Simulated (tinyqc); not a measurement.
From binding energy back to in-plane hole mass m_h: donor or exciton in a quantum well (variational effective-mass method). Computed by tinyqc, a small Python program. Command: `OMP_NUM_THREADS=1 python tinyqc.py 3018317 3018318 out.jsonl welldonor inv`. One thread of a shared host (Intel(R) Xeon(R) Processor @ 2.30GHz), about 0.1 s of CPU time with the checks.

Electron and hole in their lowest subbands f(z) = cos(pi z/L); relative in-plane motion exp(-rho/lambda) (separable trial function), H = -nabla_rho^2 - 2/sqrt(rho^2 + (z_e - z_h)^2) in effective units. Mass and screening are the same in well and barrier; l = L/a* is the width in effective units. Bands are flat: no polarisation or applied field.

Inputs (values chosen for the exercise, modelled on CdS): electron mass m = 0.196 m_0; dielectric constant eps = 8.61; well width L = 3 nm.

Centre: exciton. Barriers: infinite.

Constants: Ry = 13.605693123 eV; a_0 = 0.529177210903 angstrom.

Method:
- mu = m m_h/(m + m_h) takes the place of m; Ry* = Ry m/eps^2, a* = a_0 eps/m; l = L/a*.
- k = pi/l; f = cos(k z) inside and zero outside.
- Binding E_b(lambda) = -1/lambda^2 + (8/lambda^2) int_0^l P(z) g(z) dz, with P(z) = (2/l) [(1 - z/l)(1 + cos(2 pi z/l)/2) + (3/(4 pi)) sin(2 pi z/l)] the distribution of |z_e - z_h| and g(z) = int_z^infinity exp(-2 sqrt(r^2 - z^2)/lambda) dr = int_0^infinity exp(-2 rho/lambda) rho/sqrt(rho^2 + z^2) d rho; 40 Gauss-Legendre points in z and 40 in t with rho = lambda t/(1 - t).
- Golden-section search for the maximum over lambda from 0.3 to 4, 40 steps.

Task: A run gave the result below. Find the in-plane hole mass m_h, known to lie between 0.19 and 0.65 m_0.

binding energy = 50.77803 meV

Result:

Each step takes the trial c = (a f_b - b f_a)/(f_b - f_a), f being the result less the target and a, b, c the logarithms of the listed values; c replaces end b, the old b replaces a if the sign of f changed, and otherwise f_a is halved.

Scan of the range:
```
in-plane hole mass m_h (m_0),binding energy (meV)
0.190,42.7124
0.233,45.6731
0.286,48.4576
0.351,51.0197
0.431,53.3483
0.530,55.4428
0.650,57.2659
```

False position (Illinois rule, in the logarithm of the input) inside the bracket:
```
step,end a,end b,trial,binding energy (meV)
1,0.286000,0.351000,0.344286,50.7880
2,0.286000,0.344286,0.343740,50.7689
3,0.344286,0.343740,0.344000,50.7780
4,0.343740,0.344000,0.344000,50.7780
```

Binding energy rises at every point of a 13-point scan of the range (every second point is shown), so one value fits; it is bracketed by 0.286 and 0.351. Answer: in-plane hole mass m_h = 0.3440 m_0.

Caution: so narrow a well has large confinement energy, where non-parabolicity and barrier penetration matter.
